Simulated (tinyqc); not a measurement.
Inside a calculation. Method: coupled-perturbed Hartree-Fock on RHF in the sto-3g basis, for H3+, spin multiplicity 1. Computed by tinyqc, a small Python program that keeps every step (integrals from PySCF). Settings: charge = 1, multiplicity = 1, basis = sto-3g, method = RHF, energy threshold = 1e-10, iteration cap = 87, orthogonalisation = symmetric, start = atomic densities, DIIS depth = 6. Command: `OMP_NUM_THREADS=1 python tinyqc.py 21648 21649 out.jsonl` (the two numbers bound the seeds that draw the settings). One thread of a shared host (Intel(R) Xeon(R) Processor @ 2.60GHz), about 0.1 s of CPU time with the checks. The early iterations of the SCF are left out here.

## One-electron integrals

Geometry (angstrom):

| atom | x | y | z |
|---|---|---|---|
| H | 0.00000 | 0.00000 | 0.00000 |
| H | 0.00000 | 0.00000 | 0.85500 |
| H | 0.00000 | 0.81400 | 0.42700 |

Basis sto-3g: exponents (1/bohr^2) and contraction coefficients of normalised primitives:

| element | l (shell) | exponent | coefficient |
|---|---|---|---|
| H | s (1) | 3.42525 | 0.15433 |
| H | s (1) | 0.62391 | 0.53533 |
| H | s (1) | 0.16886 | 0.44463 |

Overlap, kinetic and nuclear-attraction integrals over the contracted functions; the nuclear repulsion is the sum of Za Zb / Rab.

nuclear repulsion = 1.7700186 hartree

overlap S:
```
         1H 1s    2H 1s    3H 1s
1H 1s  1.00000  0.58552  0.54527
2H 1s  0.58552  1.00000  0.54499
3H 1s  0.54527  0.54499  1.00000
```

kinetic energy T (hartree):
```
         1H 1s    2H 1s    3H 1s
1H 1s  0.76003  0.17413  0.14407
2H 1s  0.17413  0.76003  0.14387
3H 1s  0.14407  0.14387  0.76003
```

nuclear attraction V (hartree):
```
          1H 1s     2H 1s     3H 1s
1H 1s  -2.36335  -1.34576  -1.23813
2H 1s  -1.34576  -2.36311  -1.23738
3H 1s  -1.23813  -1.23738  -2.32918
```

core Hamiltonian H = T + V (hartree):
```
          1H 1s     2H 1s     3H 1s
1H 1s  -1.60331  -1.17163  -1.09406
2H 1s  -1.17163  -1.60308  -1.09351
3H 1s  -1.09406  -1.09351  -1.56915
```

## Two-electron integrals

Functions are numbered as in S; the eight-fold symmetry (ij|kl) = (ji|kl) = (kl|ij) leaves the list below.

Two-electron integrals (ij|kl) in chemists' order, unique and non-zero (hartree):
```
(11|11) 0.77461   (21|11) 0.38127   (21|21) 0.22773   (22|11) 0.52770
(22|21) 0.38127   (22|22) 0.77461   (31|11) 0.34822   (31|21) 0.19156
(31|22) 0.29280   (31|31) 0.19434   (32|11) 0.29271   (32|21) 0.19146
(32|22) 0.34799   (32|31) 0.17908   (32|32) 0.19411   (33|11) 0.50514
(33|21) 0.30584   (33|22) 0.50498   (33|31) 0.34822   (33|32) 0.34799
(33|33) 0.77461
```

## Orthogonalisation

S = U s U^T; symmetric (Loewdin) form X = U s^(-1/2) U^T, so that X^T S X = 1.

eigenvalues of S: 0.41448  0.46811  2.11741

X:
```
          1H 1s     2H 1s     3H 1s
1H 1s   1.24523  -0.30816  -0.25614
2H 1s  -0.30816   1.24500  -0.25576
3H 1s  -0.25614  -0.25576   1.21186
```

## Iteration 5 (converged): orbitals

converged F (hartree):
```
          1H 1s     2H 1s     3H 1s
1H 1s  -0.86925  -0.87175  -0.82830
2H 1s  -0.87175  -0.86900  -0.82799
3H 1s  -0.82830  -0.82799  -0.83363
```

Diagonalise F' = X^T F X, C = X C', fill 1 alpha and 1 beta electrons from the bottom; D = 2 C_occ C_occ^T. Each column has its largest component positive (the first on a tie).

F' = X^T F X (hartree):
```
          1         2         3
1  -0.41837  -0.42471  -0.37296
2  -0.42471  -0.41840  -0.37259
3  -0.37296  -0.37259  -0.42490
```

orbital energies (hartree): MO1 -1.20114, MO2 -0.06686, MO3 0.00633

coefficients C:
```
           MO1       MO2       MO3
1H 1s  0.40436  -0.58072   1.10019
2H 1s  0.40419  -0.58719  -1.09647
3H 1s  0.38142   1.20587  -0.00409
```

D after iteration 5:
```
         1H 1s    2H 1s    3H 1s
1H 1s  0.32702  0.32688  0.30847
2H 1s  0.32688  0.32674  0.30834
3H 1s  0.30847  0.30834  0.29097
```

## Convergence

Stop when the energy changes by less than 1e-10 hartree and every element of the error matrix X^T (F D S - S D F) X is below 3e-06.

Course of the cycle:

| iteration | E (hartree) | change | largest element of the error matrix |
|---|---|---|---|
| 1 | -0.6966743 | - | 9.96e-03 |
| 2 | -1.2410899 | -5.44e-01 | 1.80e-03 |
| 3 | -1.2410929 | -3.08e-06 | 4.54e-04 |
| 4 | -1.2410931 | -2.10e-07 | 7.80e-07 |
| 5 | -1.2410931 | -4.72e-13 | 3.78e-07 |

PySCF RHF in the same basis = -1.2410931 hartree

Converged in 5 iterations.

## Integrals over molecular orbitals

(pq|rs) = sum C_ip C_jq C_kr C_ls (ij|kl), one index at a time.

one-electron integrals over orbitals h = C^T H C (hartree):
```
          1         2         3
1  -1.80997   0.00923  -0.00009
2   0.00923  -1.09333  -0.00001
3  -0.00009  -0.00001  -1.04124
```

Two-electron integrals over orbitals (pq|rs), unique and non-zero (hartree):
```
(11|11) 0.60883    (21|11) -0.00923   (21|21) 0.14351    (22|11) 0.58499
(22|21) 0.09153    (22|22) 0.67217    (31|11) 0.00009    (31|21) 2.31e-06
(31|22) -0.00080   (31|31) 0.14386    (32|11) 3.93e-06   (32|21) -0.00088
(32|22) -0.00009   (32|31) -0.08847   (32|32) 0.06820    (33|11) 0.59571
(33|21) -0.09657   (33|22) 0.51954    (33|31) 0.00086    (33|32) 0.00009
(33|33) 0.67716
```

## Response to a field: uncoupled start

dipole integrals <a|z|i> (bohr):
```
          i1
a2  -0.00322
a3  -0.90192
```

Field along z; U_ai = -mu_ai / (e_a - e_i), alpha = -4 sum U_ai mu_ai.

uncoupled U:
```
         i1
a2  0.00284
a3  0.74695
```

uncoupled polarisability = 2.69478 bohr^3

## Coupled step 1

U_ai = -(mu_ai + sum_bj [4 (ai|bj) - (ab|ij) - (aj|bi)] U_bj) / (e_a - e_i); alpha = -4 sum U_ai mu_ai.

U after step 1:
```
         i1
a2  0.00323
a3  0.84848
```

polarisability = 3.06107 bohr^3

## Coupled step 2

As before.

U after step 2:
```
         i1
a2  0.00328
a3  0.86228
```

polarisability = 3.11086 bohr^3

## Coupled polarisability

Repeat until U stops changing; compare with -d2E/dF2.

Course of the coupled iterations:

| step | alpha (bohr^3) |
|---|---|
| 0 | 2.69478 |
| 1 | 3.06107 |
| 2 | 3.11086 |
| 3 | 3.11763 |
| 4 | 3.11855 |
| 5 | 3.11867 |
| 6 | 3.11869 |
| 7 | 3.11869 |
| 8 | 3.11869 |
| 9 | 3.11869 |
| 10 | 3.11869 |

coupled polarisability = 3.11869 bohr^3

finite-field check, fields of +/-0.001 au = 3.11869 bohr^3
